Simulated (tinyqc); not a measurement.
Ion-assisted plasma etching: sheath, surface coverage, synergy and aspect-ratio dependence: one step, computed by the program tinyqc.

Radicals adsorb on bare sites; ions remove covered sites with a high yield and bare sites by sputtering; a slow spontaneous reaction acts everywhere, walls included.

Question. Fluxes. Bohm speed u_B = sqrt(e T_e/M_i); ion flux G_i = 0.61 n_e u_B; radical flux G_n = n c/4 with c = sqrt(8 k_B T_g/(pi M_n)).

Inputs (values chosen for the exercise, close to those used for silicon dioxide in a fluorocarbon plasma):
```
quantity,value,unit
plasma density n_e,2.2e+11,1/cm^3
electron temperature T_e,3.7,eV
ion mass M_i,69,u
radical density n,7.1e+12,1/cm^3
radical mass M_n,19,u
gas temperature T_g,350,K
```

Feature: long trench.

Constants: e = 1.602176634e-19 C; u = 1.6605390666e-27 kg; k_B = 1.380649e-23 J/K.

Give: Bohm speed; ion flux G_i; radical speed c; radical flux G_n; flux ratio G_n/G_i.

Answer.

Bohm speed = 2.2746e+05 cm/s

ion flux G_i = 3.0525e+16 1/(cm^2 s)

radical speed c = 62452 cm/s

radical flux G_n = 1.1085e+17 1/(cm^2 s)

flux ratio G_n/G_i = 3.6315
